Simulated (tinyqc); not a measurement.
Geometry relaxation of a small cluster: one step, computed by the program tinyqc.

E = sum_i {sum_j A exp(-p (r_ij/r0 - 1)) - xi sqrt(rho_i)}, rho_i = sum_j exp(-2 q (r_ij/r0 - 1)); the force on i is -sum_j w_ij (R_i - R_j)/r_ij with w_ij = -(2p/r0) A exp(-p (r_ij/r0 - 1)) + (xi q/r0) exp(-2 q (r_ij/r0 - 1)) (rho_i^(-1/2) + rho_j^(-1/2)).

Task: Energy and forces at the start. Evaluate E and the forces at the starting positions.

Inputs (values chosen for the exercise, for model atoms):
```
quantity     value      unit
length r0     2.61  angstrom
repulsion A   0.19        eV
hopping xi    3.18        eV
decay p       11.3         -
decay q       2.34         -
```

Potential: Gupta. Method: FIRE.

starting positions (angstrom):
```
            x      y      z
atom 1  -0.16   0.32  -0.02
atom 2   2.42  -0.13   0.12
atom 3   1.07   2.06   -0.3
atom 4   1.09   0.66   1.79
```

Give: distances; energy at the start; forces.

Result:

distances (angstrom): 1-2 2.6227, 1-3 2.1492, 1-4 2.2258, 2-3 2.6067, 2-4 2.2764, 3-4 2.5157

energy at the start = -19.596 eV

forces (eV/angstrom):
```
              x        y        z
atom 1  -4.5228  -5.7473  -2.1169
atom 2  -0.5041   0.4669  -1.7081
atom 3   4.1397   3.6767  -0.0934
atom 4   0.8873   1.6036   3.9184
```
